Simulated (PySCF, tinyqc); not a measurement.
CIS on RHF in the sto-3g basis, for H4, spin multiplicity 1, step by step. The lowest restricted solution is unstable here: a spin-polarised one lies 0.0396 hartree lower (PySCF). One step of it, computed by the program tinyqc.

Problem. CIS triplet states. Diagonalise A (1 hartree = 27.211386 eV); each vector has its largest component positive (the first on a tie).

CIS matrix A, triplet (hartree):
```
,1>3,1>4,2>3,2>4
1>3,0.388688,0.000000,0.000000,-0.145177
1>4,0.000000,0.815276,-0.145177,0.000000
2>3,0.000000,-0.145177,0.032805,0.000000
2>4,-0.145177,0.000000,0.000000,0.444946
```

Give: triplet excitation energies; lowest vectors.

Solution.

triplet excitation energies (eV): 0.1833  7.3182  15.3661  22.8941

lowest vectors:
```
,state 1,state 2,state 3,state 4
1>3,0.0000,0.7714,-0.6363,0.0000
1>4,0.1767,0.0000,0.0000,0.9843
2>3,0.9843,0.0000,0.0000,-0.1767
2>4,0.0000,0.6363,0.7714,0.0000
```
